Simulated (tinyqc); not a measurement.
Landau levels of a non-parabolic (Kane) conduction band at kz = 0: one step. Where EF lies. The numbers come from values chosen for the exercise (near those of GaSb).

Each listed level takes n_B electrons. At zero temperature and without broadening EF sits in the partly filled level.

Levels:

| label | E (meV) | gap above (meV) |
|---|---|---|
| 0+ | 15.64482 | 5.57344 |
| 0- | 21.21826 | 29.60528 |
| 1+ | 50.82355 | 4.97041 |
| 1- | 55.79396 | 27.89724 |
| 2+ | 83.69120 | 4.48737 |
| 2- | 88.17857 | 26.48745 |
| 3+ | 114.66602 | 4.08998 |
| 3- | 118.75600 | 25.29699 |

nu = 0.56395

Question. Fill the listed levels in order up to nu; give the partly filled level, its energy and its filled share.

Give: level; EF; filled share.

Answer.

level: 0+

EF = 15.645 meV
filled share = 0.564

Computed by tinyqc, a small Python program: `OMP_NUM_THREADS=1 python tinyqc.py 1252243 1252244 out.jsonl` (the numbers bound the seed that draws the inputs); one thread of a shared host (Intel(R) Xeon(R) Processor @ 2.30GHz), about 0.03 s for the whole set of steps.
